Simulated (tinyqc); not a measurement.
Threshold of a short bulk MOSFET: charge sharing, barrier lowering, narrow width: one step of the calculation.

n-channel device on a p-type body, depletion approximation, full ionisation. Uniform doping N = Na. Vbi from Boltzmann statistics is rough for the degenerate source. Cox = eps0 eox/tox.

Question. Short-channel and narrow-width shifts. Charge sharing (trapezoid; it ignores Vds): F = (xj/L)(sqrt(1 + 2 Wd/xj) - 1), lowering = body term times F. Barrier lowering: th = exp(-L/(2 l)) + 2 exp(-L/l), lowering = th [2 (Vbi - 2 pB) + Vds], DIBL = th. Narrow width: rise = body term times xw Wd/W. VT by each model = VT0 - lowering + rise.

Parameters, values chosen for the exercise; band and dielectric values close to those of silicon: junction depth xj = 100 nm; drain-source voltage Vds = 1.2 V; gate width W = 540 nm; shape factor of the fringing depletion at the width edges xw = 1.5708; channel length L = 300 nm.

2 pB = 0.79910731 V
Wd = 135.89525 nm
body term = 0.048550317 V
VT0 = -0.052342376 V
Vbi = 0.99314188 V
l = 23.685512 nm

Wanted: F; lowering by charge sharing; th; lowering of the barrier; DIBL; narrow-width rise; VT, charge sharing; VT, barrier lowering.

Answer.

F = 0.30940
lowering by charge sharing = 15.021 mV
th = 0.0017830
lowering of the barrier = 2.8316 mV
DIBL = 1.7830 mV/V
narrow-width rise = 19.192 mV
VT, charge sharing = -0.048171 V
VT, barrier lowering = -0.035982 V

L is 12.7 scale lengths. The charge-sharing lowering is 5.30 times the barrier lowering; the first falls off as 1/L and the second exponentially. Both describe the same loss of gate control, so they are alternatives and are not added.

Numbers from tinyqc (`OMP_NUM_THREADS=1 python tinyqc.py 2002020 2002021 out.jsonl`; about 0.01 s on one thread of a shared Intel Xeon 2.30GHz).
